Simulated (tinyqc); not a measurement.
# Resistance of a tapered via with liner, size effect and interface: what changes with what

A round via whose diameter grows from db at the bottom as D(z) = db + 2 z/tan(ang). The fill, of diameter D - 2 tl, starts above the bottom liner (thickness fb tl) and has rho = rho0 (1 + ks lam/(D - 2 tl)); the sidewall liner conducts in parallel with it. The bottom liner and the interface are crossed over the full area pi db^2/4. Spreading in the lines above and below is left out.

Parameters, values chosen for the exercise; fill metal close to molybdenum:
```
symbol    value      unit                                                  meaning
db           14        nm                                   diameter at the bottom
hv           25        nm                                                   height
ang          88   degrees                                           sidewall angle
rho0       5.27   uohm cm                             bulk resistivity of the fill
lam        11.5        nm                               mean free path of the fill
ks          1.4                                                 size-effect factor
tl          0.3        nm                                    liner on the sidewall
fb            1                      liner at the bottom over that on the sidewall
rl          230   uohm cm                                 resistivity of the liner
ri      3.5e-12  ohm cm^2                      interface resistivity at the bottom
Sb       1.3e15     S/m^2     ballistic conductance per area, about 3/(4 rho0 lam)
rho2        5.3   uohm cm  bulk resistivity of the second fill (close to tungsten)
lam2       15.2        nm                                       its mean free path
tl2           2        nm                                                its liner
```

Each table varies one quantity; the others keep the values above.

## Via resistance against the diameter at the bottom

Slices between z0 = fb tl and hv, evaluated at their midpoints: conductance per length pi/4 [(D - 2 tl)^2/rho + (D^2 - (D - 2 tl)^2)/rl], slice resistance = slice height over that. 2000 slices. R_fill = sum of the slices; R_bottom = rl fb tl/(pi db^2/4); R_interface = ri/(pi db^2/4); ballistic (Sharvin) limit 1/(Sb pi (db - 2 tl)^2/4); ideal cylinder rho0 hv/(pi db^2/4).

Via resistance against the diameter at the bottom:
columns A: db (nm); B: R_fill (ohm); C: R_bottom (ohm); D: R_interface (ohm); E: R (ohm); F: ballistic limit (ohm); G: R over ideal cylinder; H: largest part
```
A          B        C         D        E        F       G     H
6     151.91   24.404    12.379   188.70   33.588  4.0495  fill
8.3   65.148   12.753    6.4688   84.370   16.519  3.4648  fill
11    31.693   7.2606    3.6829   42.636   9.0552  3.0754  fill
16    12.440   3.4318    1.7408   17.613   4.1298  2.6879  fill
22    5.7491   1.8152   0.92073   8.4850   2.1386  2.4481  fill
30    2.7671  0.97615   0.49515   4.2384   1.1331  2.2740  fill
42    1.2795  0.49804   0.25263   2.0301  0.57143  2.1348  fill
58   0.62246  0.26116   0.13247   1.0161  0.29726  2.0376  fill
80   0.30862  0.13727  0.069630  0.51552  0.15536  1.9668  fill
```

What does the comparison show?

R falls from 189 to 0.516 ohm. The fill is the largest part at db = 6 and in all other rows. R goes as db^(-2.48) between the first two rows and db^(-2.11) between the last two; area alone gives -2. For db = 80 the ballistic limit exceeds half of R_fill, so the diffusive model understates R.

## Via resistance against the liner on the sidewall

Same model as above.

2000 slices.

The same in every row: R_interface (ohm) = 2.274.

Via resistance against the liner on the sidewall:
```
tl (nm)  R_fill (ohm)  R_bottom (ohm)  R (ohm)  ballistic limit (ohm)  R over ideal cylinder  largest part
0               15.88               0    18.15                  4.997                  2.121          fill
0.6             18.94           8.965    30.17                  5.978                  3.526          fill
1.1             22.21           16.44    40.92                  7.034                  4.781          fill
1.7             27.36           25.40    55.04                  8.717                  6.430          fill
2.3             34.43           34.36    71.07                  11.08                  8.304          fill
2.9             44.36           43.33    89.96                  14.57                  10.51          fill
3.4             55.85           50.80    108.9                  18.89                  12.73          fill
4               75.25           59.76    137.3                  27.21                  16.04          fill
```

R rises from 18.1 to 137 ohm. The fill is the largest part at tl = 0 and in all other rows. The share of the two bottom terms goes from 12.5 to 45.2 %.

## Two fill metals against the diameter

2000 slices. R_fill = sum of the slices; R_bottom = rl fb tl/(pi db^2/4); R_interface = ri/(pi db^2/4). The second fill has rho2, lam2 and tl2 in place of rho0, lam and tl.

Result of one run:
```
db (nm)  R, first fill (ohm)  R, second fill (ohm)  ratio second/first
6                      188.7                  1003               5.314
```

What becomes of these results when the diameter at the bottom db is changed from 6 to 24 nm, all else the same?

Result of the changed run:
```
db (nm)  R, first fill (ohm)  R, second fill (ohm)  ratio second/first
24                     6.972                 17.96               2.575
```

The whole series:
```
db (nm)  R, first fill (ohm)  R, second fill (ohm)  ratio second/first
6                      188.7                  1003               5.314
8.5                    79.59                 302.8               3.804
12                     34.64                 104.9               3.030
17                     15.30                 41.33               2.701
24                     6.972                 17.96               2.575
35                     3.019                 7.656               2.536
49                     1.456                 3.695               2.537
70                    0.6825                 1.741               2.551
100                   0.3236                0.8312               2.568
```

The ratio goes from 5.31 to 2.57. The first fill gives the lower R in every row.

Computed by the program tinyqc: `OMP_NUM_THREADS=1 python tinyqc.py 2750004 2750005 out.jsonl`, one thread of a shared Intel Xeon 2.30GHz, about 0.01 s for the whole run.
